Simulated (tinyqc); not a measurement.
Single-junction solar cell, detailed-balance limit: two steps of the calculation.

Every photon above the gap Eg makes one pair and none below is absorbed; carriers thermalise at T and move without loss. Jsc = q fs X Phi(Eg, Ts); the dark current is J0 = q ge Phi(Eg, T)/ERE with the Boltzmann factor exp(V/Vt). The efficiency is the electrical power over fs X sigma Ts^4.

Values chosen for this exercise:

| symbol | value | unit | meaning |
|---|---|---|---|
| T | 320 | K | cell temperature |
| ERE | 0.3 |  | external radiative efficiency |
| Eg | 1.58 | eV | band gap |

Constants: q = 1.602176634e-19 C, kB = 1.380649e-23 J/K, Vt = kB T/q. Results are converted to the units shown.

Problem 1. Maximum power point by substitution. v = Vmp/Vt solves (1 + v) exp(v) = 1 + Jsc/J0; v(new) = ln[(1 + Jsc/J0)/(1 + v)].

v after iteration 1 = 50.245685
Jsc = 3258.3893 mA/cm^2
J0 = 4.9156311e-19 mA/cm^2

Wanted: v after iteration 2.

Solution 1.

v after iteration 2 = 46.31

Problem 2. Voltages, fill factor and efficiency. Voc = Vt ln(1 + Jsc/J0), Vmp = v Vt, Jmp = Jsc - J0 (exp(v) - 1), FF = Vmp Jmp/(Voc Jsc), efficiency Vmp Jmp/Pin.

v = 46.387330
Jsc = 3258.3893 mA/cm^2
J0 = 4.9156311e-19 mA/cm^2
Pin = 13482.034 mW/cm^2

Give: Voc; Eg/q - Voc; Vmp; Jmp; FF; efficiency.

Solution 2.

Voc = 1.386 V
Eg/q - Voc = 0.1945 V
Vmp = 1.279 V
Jmp = 3190 mA/cm^2
FF = 0.9037
efficiency = 30.26 %

Of the voltage deficit, Vt ln(1/ERE) = 33.2 mV is due to non-radiative recombination.

Numbers from tinyqc (`OMP_NUM_THREADS=1 python tinyqc.py 2820030 2820031 out.jsonl`; about 0.01 s on one thread of a shared Intel Xeon 2.30GHz).
